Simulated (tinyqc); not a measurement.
Donor binding, ionisation and the Mott limit: ionisation against doping.

Hydrogenic donor: Ry = (m0 q^3/(8 eps0^2 h^2)) me/eps_r^2 in eV, E0 = cc Ry, radius a = q/(8 pi eps0 eps_r E0), Mott density Nm = (0.26/a)^3. Below Nm the level sinks as Ed = E0 [1 - (N/Nm)^(1/3)]. Neutrality: Nc F12(eta) = N/(1 + 2 exp(eta + Ed/kB T)), F12(x) = (2/sqrt(pi)) int_0^infinity sqrt(u)/(1 + exp(u - x)) du.

The neutrality equation is solved with F12 in each row.

Inputs (values chosen for the exercise); band and dielectric values those of a made-up semiconductor:

| symbol | value | unit | meaning |
|---|---|---|---|
| T | 77 | K | temperature |
| eps_r | 12.5 |  | relative permittivity |
| me | 0.372 | m0 | mass in the hydrogenic formula, set independently of Nc |
| Nc | 1.98e18 | cm^-3 | conduction-band density of states at 77 K |
| cc | 1 |  | ratio of the true binding energy to the hydrogenic one |

Constants: q = 1.602176634e-19 C, kB = 1.380649e-23 J/K, eps0 = 8.8541878128e-12 F/m, h = 6.62607015e-34 J s, m0 = 9.1093837015e-31 kg, Vt = kB T/q. Results are converted to the units shown.

Results:

| N (cm^-3) | N/Nm | Ed (meV) | ionised (%) | ionised with Ed = E0 (%) |
|---|---|---|---|---|
| 1.8e15 | 5.758e-4 | 29.70 | 87.71 | 83.34 |
| 4.1e15 | 0.001312 | 28.85 | 79.67 | 71.82 |
| 8.9e15 | 0.002847 | 27.80 | 70.48 | 58.87 |
| 2e16 | 0.006398 | 26.38 | 60.51 | 45.28 |
| 4.3e16 | 0.01375 | 24.63 | 51.90 | 33.92 |
| 9.5e16 | 0.03039 | 22.28 | 44.63 | 24.39 |
| 2.1e17 | 0.06717 | 19.22 | 39.41 | 17.15 |
| 4.6e17 | 0.1471 | 15.29 | 36.41 | 11.93 |
| 2.2e18 | 0.7037 | 3.580 | 37.60 | 5.613 |

Estimate the missing row, N = 1e18 cm^-3.

Computed row:

| N (cm^-3) | N/Nm | Ed (meV) | ionised (%) | ionised with Ed = E0 (%) |
|---|---|---|---|---|
| 1e18 | 0.3199 | 10.24 | 35.72 | 8.239 |

With this row back in the table: The ionised share goes from 87.7 through a minimum of 35.7 (at N = 1e18 cm^-3 among the rows listed) to 37.6 %, against 83.3 to 5.61 % for a fixed level: a higher density raises EF against the level, which fills more donors, while the sinking Ed works the other way.

Range of the model: A sharp level with degeneracy 2 overstates freeze-out near Nm, where the impurity band broadens and merges with the conduction band.

Program tinyqc, `OMP_NUM_THREADS=1 python tinyqc.py 2330135 2330136 out.jsonl`; Intel Xeon 2.30GHz, shared host, one thread, about 0.01 s.
